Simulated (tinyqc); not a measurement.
# Bandgap voltage reference from two bipolar transistors: effect of the offset of the amplifier

Two transistors of area 1 and N carry the same current I. Is(T) = Is (T/T0)^eta exp[(Vg0 q/kB)(1/T0 - 1/T)], VBE1 = Vt ln(I/Is(T)) + I rb, VBE2 = Vt ln(I/(N Is(T))) + I rb/N. The amplifier forces I R1(T) = VBE1 - VBE2 + Vos, with R(T) = R (1 + tc (T - T0)) for both resistors, and the output is Vref = VBE1 + I R2(T). Base currents and the Early effect are neglected.

Vt = kB T/q; I = (Vt ln N + Vos)/(R1(T) - rb (1 - 1/N)). Box coefficient: span of Vref between 233 and 398 K over its average over T and over 165 K. The last column is the R2 that gives zero slope at T0.

Values chosen for this exercise; values of the order met in silicon bipolar transistors:
```
symbol,value,unit,meaning
T0,300,K,reference temperature
Vg0,1.168,V,band-gap voltage extrapolated to 0 K
eta,3.4,,temperature exponent of the saturation current
Is,1.9e-17,A,saturation current of the unit transistor at T0
N,8,,area ratio of the second transistor
R1,6.3,kohm,"resistor across which the difference of VBE falls, at T0"
tc,0,ppm/K,temperature coefficient of both resistors
rb,0,ohm,series resistance of the unit transistor
R2,64.75,kohm,output resistor at T0
```

Constants: q = 1.602176634e-19 C, kB = 1.380649e-23 J/K. Results are converted to the units shown.

Result of one run:
```
Vos (mV)  I at T0 (uA)  Vref at T0 (V)  slope at T0 (uV/K)  box coefficient (ppm/K)  R2 for zero slope (kohm)
5                9.327           1.300               53.96                    35.43                     62.85
```

What becomes of these results when the offset of the amplifier Vos is changed from 5 to 0 mV, all else the same?

Result of the changed run:
```
Vos (mV)  I at T0 (uA)  Vref at T0 (V)  slope at T0 (uV/K)  box coefficient (ppm/K)  R2 for zero slope (kohm)
0                8.533           1.246               53.63                    36.71                     62.86
```

The whole series:
```
Vos (mV)  I at T0 (uA)  Vref at T0 (V)  slope at T0 (uV/K)  box coefficient (ppm/K)  R2 for zero slope (kohm)
-5               7.739           1.192               54.05                    38.71                     62.85
-3               8.057           1.214               53.77                    37.80                     62.86
-1               8.374           1.235               53.64                    37.04                     62.86
0                8.533           1.246               53.63                    36.71                     62.86
1                8.692           1.257               53.64                    36.41                     62.86
3                9.009           1.278               53.75                    35.88                     62.86
5                9.327           1.300               53.96                    35.43                     62.85
```

As Vos goes from -5 to 5, Vref rises from 1.192 to 1.300 V and the box coefficient falls from 38.7 to 35.4 ppm/K. Each mV of offset moves Vref by 10.8 mV, about R2/R1 = 10.3 plus the change of VBE1 with the current.

Computed by the program tinyqc: `OMP_NUM_THREADS=1 python tinyqc.py 2062145 2062146 out.jsonl`, one thread of a shared Intel Xeon 2.30GHz, about 0.02 s for the whole run.
